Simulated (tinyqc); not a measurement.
Changing the anneal time t: hydrogen passivation and dissociation of interface defects with a spread of activation energies. Computed by tinyqc, a small Python program. Command: `OMP_NUM_THREADS=1 python tinyqc.py 3007427 3007428 out.jsonl passivation sweep`. One thread of a shared host (Intel(R) Xeon(R) Processor @ 2.30GHz), about 0.02 s of CPU time with the checks.

Active defects P react as P + H2 -> HP + H and HP -> P + H; released atomic hydrogen is removed. All defects start active. Activation energies are normally distributed, independently for the two reactions.

Inputs (values chosen for the exercise, for a model interface):
```
quantity                        value    unit
defect density N_0            5.5e+12   cm^-2
mean passivation energy E_f      1.47      eV
spread s_f                      0.076      eV
prefactor k_f0                2.2e-08  cm^3/s
mean dissociation energy E_d     2.76      eV
spread s_d                       0.11      eV
prefactor k_d0                  4e+12     1/s
dissolved hydrogen [H2]       5.9e+16   cm^-3
anneal temperature T              810       K
```

Ambient: hydrogen.

Constants: k_B = 8.617333262e-05 eV/K.

Method. a = k_f0 [H2] exp(-E_f/k_B T), b = k_d0 exp(-E_d/k_B T); the active share of one kind of site is b/(a + b) + (a/(a + b)) exp(-(a + b) t). Full average: z from -5 to 5 in steps of 0.125 with normalised weights exp(-z^2/2), energy = mean + spread x z, over both energies.

One run for each value:
```
anneal time t (s)  active share  active share, single energy
1.00e+00              4.035e-01                    3.958e-01
6.00e+00              7.104e-02                    3.873e-03
3.00e+01              4.079e-03                    2.900e-05
2.00e+02              1.977e-04                    2.900e-05
1.00e+03              1.805e-04                    2.900e-05
6.00e+03              1.805e-04                    2.900e-05
3.00e+04              1.805e-04                    2.900e-05
2.00e+05              1.805e-04                    2.900e-05
1.00e+06              1.805e-04                    2.900e-05
```

Over the rows, active share falls from 0.403 to 1.80e-4, flat over part of the range; active share, single energy falls from 0.396 to 2.90e-5, flat over part of the range.
